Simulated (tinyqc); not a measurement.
Width of the well: polar nitride quantum well with polarisation fields.

Growth along [0001]. e_par = (a_sub - a)/a, Ppz = 2 e_par (e31 - e33 C13/C33), P = Psp + Ppz in each layer; strain relaxation and the strain shift of the gaps are left out, although thick layers with more than about 1 % mismatch would relax.

In a periodic stack without free charge the potential drop over a period vanishes: F_w = (P_b - P_w) Lb/(eps0 (eps_w Lb + eps_b Lw)), F_b = -F_w Lw/Lb, eps0 = 8.8541878e-12 F/m; 1 MV/cm = 1e8 V/m = 0.01 V/angstrom.

Envelope functions on cells of 0.25 angstrom over barrier, well, barrier (widths Lb, Lw, Lb), psi = 0 beyond, psi'/m continuous (mean mass between points), c = hbar^2/2m0. With u(z) the integral of e F (F_w in the well, F_b = -F_w Lw/Lb in the barriers, 1 MV/cm = 0.01 V/angstrom), zero at the centre of the well, the electron sees u plus Vc in the barriers and the hole -u plus Vv. The transition is Eg + E_e + E_h; excitons are left out.

Constants: hbar^2/2m0 = 3.80998211 eV angstrom^2; hc = 1239.841984 eV nm.

Values chosen for the exercise (near those of a GaN well in AlGaN; not measured data):
- a_w = 3.189 angstrom (lattice constant a, well)
- a_b = 3.151 angstrom (lattice constant a, barrier)
- a_sub = 3.189 angstrom (in-plane lattice constant of the stack)
- Psp_w = -0.0327 C/m^2 (spontaneous polarisation)
- Psp_b = -0.0544 C/m^2 (spontaneous polarisation)
- e31_w = -0.342 C/m^2
- e31_b = -0.435 C/m^2
- e33_w = 0.639 C/m^2
- e33_b = 1.039 C/m^2
- C_w = 0.263 (C13/C33)
- C_b = 0.285 (C13/C33)
- eps_w = 10.2 (dielectric constant)
- eps_b = 10.2 (dielectric constant)
- Lb = 80 angstrom (barrier width)
- Eg = 3.44 eV (gap of the well)
- Vc = 0.787 eV (conduction offset)
- Vv = 0.371 eV (valence offset)
- me = 0.2 m0 (electron, well)
- meb = 0.259 m0 (electron, barrier)
- mh = 1.27 m0 (hole, everywhere)
- Ls = (12, 18, 24, 30, 36, 45) angstrom (well widths)

Field, levels and overlap anew for each width.

Results:
```
Lw (angstrom)  F_w (MV/cm)  E (eV)  E without field (eV)  overlap^2  ln overlap^2
12                  -3.787  3.7825                3.8667      0.645         -0.44
18                  -3.555  3.5356                3.7085      0.351         -1.05
24                  -3.350  3.3418                3.6236      0.136         -2.00
30                  -3.167  3.1748                3.5733     0.0395         -3.23
36                  -3.004  3.0257                3.5411    0.00910         -4.70
45                  -2.787  2.8280                3.5109   0.000721         -7.23
```

What can be read from this table?

The red shift grows from 84 to 683 meV. The line drops below Eg between 18 and 24 angstrom, which a square well can never do. Over the last two rows dE/dLw = -22.0 meV per angstrom, against -|e F_w| = -27.9 in the last row; the field itself weakens by 26 % over the table, since a wider well shares the drop with the barrier. The overlap falls by a factor 894.

(tinyqc, `OMP_NUM_THREADS=1 python tinyqc.py 1250296 1250297 out.jsonl`, Intel(R) Xeon(R) Processor @ 2.30GHz, 1 thread, shared host, about 0.1 s.)
